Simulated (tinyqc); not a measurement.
Planar metal-insulator-metal capacitor: capacitance, non-linearity, leakage and relaxation: one step of the calculation.

A film between two metal electrodes, each interface adding a series capacitance ci. The small-signal permittivity is ek (1 + aq E^2); the field is found with the linear permittivity. Leakage J = J0 sinh(E/Ef). After a voltage step the film passes a relaxation current kr C V tt^(-nr), tt being the time in seconds.

Task. Planar capacitance, field and non-linearity. Planar film: Cf = eps0 ek/t, 1/C = 1/Cf + 2/ci, EOT = 3.9 eps0/C, effective permittivity C t/eps0, E = (V/t) C/Cf; quadratic coefficient [C(V)/C - 1]/V^2 with Cf (1 + aq E^2) in C(V).

Parameters, values chosen for the exercise; permittivity of the order of that of titanium dioxide:

| symbol | value | unit | meaning |
|---|---|---|---|
| ek | 72.6 |  | relative permittivity of the film |
| t | 15 | nm | film thickness |
| ci | 1000 | uF/cm^2 | capacitance of each electrode interface (dead layer and screening) |
| aq | 0.034 | cm^2/MV^2 | quadratic field coefficient of the permittivity |
| V | 1 | V | bias |
| J0 | 3.4e-10 | A/cm^2 | leakage prefactor |
| Ef | 0.33 | MV/cm | field for an e-fold rise of the leakage |

Constants: eps0 = 8.8541878128e-14 F/cm where lengths are in cm. Results are converted to the units shown.

Give: Cf; C; EOT; effective permittivity; E; quadratic coefficient; J.

Result.

Cf = 4.2854 uF/cm^2
C = 4.2490 uF/cm^2
EOT = 0.81269 nm
effective permittivity = 71.983
E = 0.66100 MV/cm
quadratic coefficient = 14727 ppm/V^2
J = 1.2370e-9 A/cm^2

The interfaces take 0.850 % of the voltage.

tinyqc, about 0.01 s, one thread, Intel Xeon 2.30GHz (shared host): `OMP_NUM_THREADS=1 python tinyqc.py 2102099 2102100 out.jsonl`
